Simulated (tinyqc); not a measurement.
Undoped symmetric double-gate MOSFET, analytic potential model: effect of the gate work function less that of the intrinsic body.

An undoped body of thickness ts between two equal insulators and tied gates; long channel, electrons only, n = ni exp((psi - V)/Vt) with V the quasi-Fermi potential (0 at the source, Vd at the drain), constant mobility, no quantisation. Across the body psi(x) = V - 2 Vt ln[(ts/(2 beta)) sqrt(q ni/(2 eps0 eps_r Vt)) cos(2 beta x/ts)], x from the centre. Q is the electron charge per area of the whole body.

ni = sqrt(Nc Nv) exp(-Eg/(2 Vt)), Eg in volts; r = eps_r tox/(eox ts); V0 = dphi + 2 Vt ln[(2/ts) sqrt(2 eps0 eps_r Vt/(q ni))]. beta (between 0 and pi/2) solves (Vg - V0 - V)/(2 Vt) = ln(beta) - ln(cos beta) + 2 r beta tan(beta). Q = 8 eps0 eps_r Vt beta tan(beta)/ts; I = mu (1/L)(4 eps0 eps_r/ts)(2 Vt)^2 [g(beta_s) - g(beta_d)] per width, g = beta tan(beta) - beta^2/2 + r beta^2 tan^2(beta), with beta_s at V = 0 and beta_d at V = Vd.  I(low) is taken at Vg = 0.23 V, Qs and I(high) at Vg = 0.98 V.

Inputs (values chosen for the exercise); material values close to those of silicon:
```
symbol,value,unit,meaning
T,400,K,temperature
Eg,1.12,eV,band gap
eps_r,11.8,,relative permittivity of the semiconductor
Nc,4.23e19,cm^-3,conduction-band density of states at T
Nv,4.11e19,cm^-3,valence-band density of states at T
eox,3.84,,relative permittivity of the gate insulator
tox,1.3,nm,insulator thickness
ts,10,nm,body thickness
mu,580,cm^2/(V s),channel mobility
L,0.5,um,gate length
Vd,0.05,V,drain voltage
```

Constants: q = 1.602176634e-19 C, kB = 1.380649e-23 J/K, Vt = kB T/q, eps0 = 8.8541878128e-14 F/cm where lengths are in cm. Results are converted to the units shown.

Results:
```
dphi (V)   V0 (V)  I(low) (nA/um)  Qs(high) (nC/cm^2)  I(high) (uA/um)
-0.12     0.33164          431.99              2594.5           143.83
-0.07     0.38164          106.54              2365.5           130.62
-0.02     0.43164          25.299              2139.2           117.59
0.03      0.48164          5.9493              1916.1           104.75
0.13      0.58164         0.32727              1481.7           79.829
0.18      0.63164        0.076727              1272.0           67.844
```

Estimate the missing row, dphi = 0.08 V.

Computed row:
```
dphi (V)   V0 (V)  I(low) (nA/um)  Qs(high) (nC/cm^2)  I(high) (uA/um)
0.08      0.53164          1.3957              1696.7           92.150
```

With this row back in the table: As dphi goes from -0.12 to 0.18 V, I(low) falls from 432 to 0.0767 nA/um and I(high) falls from 144 to 67.8 uA/um. V0 rises from 0.332 to 0.632 V. In every row the surface density at the source at the higher gate voltage passes 0.3 Nc, where Boltzmann statistics fail.

Computed by the program tinyqc: `OMP_NUM_THREADS=1 python tinyqc.py 2440071 2440072 out.jsonl`, one thread of a shared Intel Xeon 2.30GHz, about 0.02 s for the whole run.
